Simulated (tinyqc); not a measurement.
Inside a calculation. Model: field-effect mobility of a thin-film transistor with band-tail and deep states (multiple trapping). Computed by tinyqc, a small Python program that keeps every step. Command: `OMP_NUM_THREADS=1 python tinyqc.py 3014548 3014549 out.jsonl tft walk`. One thread of a shared host (Intel(R) Xeon(R) Processor @ 2.30GHz), about 0.08 s of CPU time with the checks. Intermediate numbers are printed to about 6 digits and carried at full precision; extremes and crossings named in words are read from the listed rows.

A thick film in accumulation at small drain voltage. Only free electrons move; trapped ones still screen the gate. N_c and mu_0 are held fixed when T changes, leaving out the T^(3/2) growth of N_c. x = E_0 - psi is the distance of the Fermi level below the band edge.

Inputs (values chosen for the exercise, modelled on an amorphous In-Ga-Zn oxide):
```
quantity                                           value         unit
permittivity eps                                    11.5            -
effective density of states N_c                  5.1e+18       1/cm^3
band mobility mu_0                                    14   cm^2/(V s)
tail density at the edge g_t                     1.2e+19  1/(eV cm^3)
tail width E_t                                        29          meV
deep-state density g_d                           8.4e+16  1/(eV cm^3)
flat-band Fermi level below the edge, E_0           0.53           eV
equivalent oxide thickness t                         110           nm
surface band bending psi_s as a fraction of E_0     0.71            -
temperature T                                        300            K
```

Deep states: included.

Constants: k_B = 8.617333262e-05 eV/K; e = 1.602176634e-19 C; eps_0 = 8.8541878128e-12 F/m.

## Free and trapped densities

F_j(eta) = int_0^infinity x^j/(1 + exp(x - eta)) dx, without a gamma-function factor. Integrals over x = E/(k_B T) use 160 Gauss-Legendre points in u = sqrt(x) from 0 to sqrt(max(eta, 0) + 32). Free n(x) = N_c (2/sqrt(pi)) F_1/2(-x/k_B T), with F_1/2 from its two-term series in exp(-x/k_B T) for x >= 12 k_B T; tail n_t(x) = int_0^1.2eV g_t exp(-E/E_t)/(1 + exp((x - E)/k_B T)) dE, E counted down from the edge, 120 Gauss-Legendre points; deep charge g_d psi; space charge rho(psi) = n + n_t + g_d psi less its value at psi = 0.

Local densities at x = 0.4, 0.3, 0.2, 0.15, 0.1, 0.05, 0 and -0.05 eV:
```
x (eV)   n (1/cm^3)  n_t (1/cm^3)  n/(n + n_t)
0.40    9.72447e+11   2.43511e+12     0.285380
0.30    4.65362e+13   6.76333e+13     0.407606
0.20    2.22665e+15   1.69896e+15     0.567210
0.15    1.53893e+16   7.89469e+15     0.660939
0.10    1.05794e+17   3.30683e+16     0.761862
0.05    7.02270e+17   1.11967e+17     0.862488
0.00    3.90225e+18   2.46446e+17     0.940597
-0.05   1.39134e+19   3.26317e+17     0.977084
```

E_t/k_B T = 1.12: deep in the tail n_t follows exp(-x/E_t), more slowly than n, so the free share grows as the Fermi level rises.

## One gate voltage

Poisson: F(psi) = sqrt((2 e/(eps eps_0)) int_0^psi rho dpsi'); V_G - V_FB = psi_s + eps F(psi_s) t/3.9; free sheet density N_f = int (n - n(E_0))/F dpsi; induced sheet density N_i = eps eps_0 F(psi_s)/e; trapezoid rule on 301 even points in psi, the first interval left out of N_f. mu_eff = mu_0 N_f/N_i; field-effect mobility mu_FE = mu_0 e (dN_f/dV_G)/C_ox and swing S = dV_G/dlog10(N_f), by a central difference of +/- 2 mV in psi_s; C_ox = 3.9 eps_0/t.

surface field = 45.2998 kV/cm

V_G - V_FB = 1.84564 V

free sheet density N_f = 8.40656e+09 1/cm^2

induced sheet density N_i = 2.87894e+11 1/cm^2

effective mobility mu_eff = 0.408803 cm^2/(V s)

field-effect mobility mu_FE = 3.06905 cm^2/(V s)

swing S = 451.016 mV/decade

2.9 % of the induced charge is free. mu_FE exceeds mu_eff because the free share is still growing with V_G. The swing is 7.58 times the ideal ln(10) k_B T/e.

## Transfer curve

The formulas are those given above.

Against the band bending:
```
psi_s (V)  V_G - V_FB (V)  N_f (1/cm^2)  mu_eff (cm^2/(V s))  mu_FE (cm^2/(V s))  S (mV/decade)
0.19               0.8987   1.39986e+07          1.41137e-03         6.84203e-03          336.9
0.27               1.2790   2.04258e+08          1.44643e-02         1.04770e-01          321.0
0.33               1.5754   1.65096e+09          9.47210e-02         7.96580e-01          341.3
0.38               1.8715   9.56912e+09          4.58420e-01         3.35741e+00          469.3
0.42               2.2515   3.79419e+10          1.48021e+00         7.02883e+00          888.7
0.47               3.3736   1.84960e+11          4.55152e+00         1.07379e+01         2834.9
0.50               4.8430   4.21628e+11          6.93675e+00         1.20618e+01         5752.2
0.54               8.4312   1.05878e+12          9.58701e+00         1.30921e+01        13305.6
0.58              14.2858   2.15436e+12          1.12314e+01         1.35523e+01        26152.2
```

The steepest swing among the rows is 321 mV/decade, close to the estimate for deep states alone, ln(10)(k_B T/e)(1 + sqrt(e eps eps_0 g_d)/C_ox) = 282. mu_eff climbs from 0.0014 to 11, 80 % of mu_0 in the last row. Between rows 6 and 7 N_f scales as (V_G - V_FB - psi_s)^2.05; an exponential tail holding all the charge would give the larger of 1 and 2 E_t/k_B T - 1, here 1.24, and free charge alone 1; charge in deep states makes the exponent larger and lets it vary with V_G.

Checks made by the program: tail integral against adaptive quadrature (relative difference below 1e-10).
